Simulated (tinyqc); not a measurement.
## Poole-Frenkel parameters from three currents

Problem. Poole-Frenkel conduction in an insulator follows J = s0 F exp[-(pt - sqrt(q F/(pi eps0 ei)))/Vt], Vt = kB T/q, F in V/cm. Find ei, pt and s0.

Constants: q = 1.602176634e-19 C, kB = 1.380649e-23 J/K, eps0 = 8.8541878128e-14 F/cm where lengths are in cm. Results are converted to the units shown.

J at (1.12 MV/cm, 325 K), (4.5 MV/cm, 325 K) and (4.5 MV/cm, 375 K) (A/cm^2): 1.2874741e-6  5.2356930  36.383191

Answer. The two fields give the lowering coefficient and so ei; the two temperatures give the lowered barrier, to which the lowering is added back.

ei = 4.340
pt = 1.180 eV
s0 = 2.400 S/cm

Numbers from tinyqc (`OMP_NUM_THREADS=1 python tinyqc.py 2370088 2370089 out.jsonl`; about 0.01 s on one thread of a shared Intel Xeon 2.30GHz).
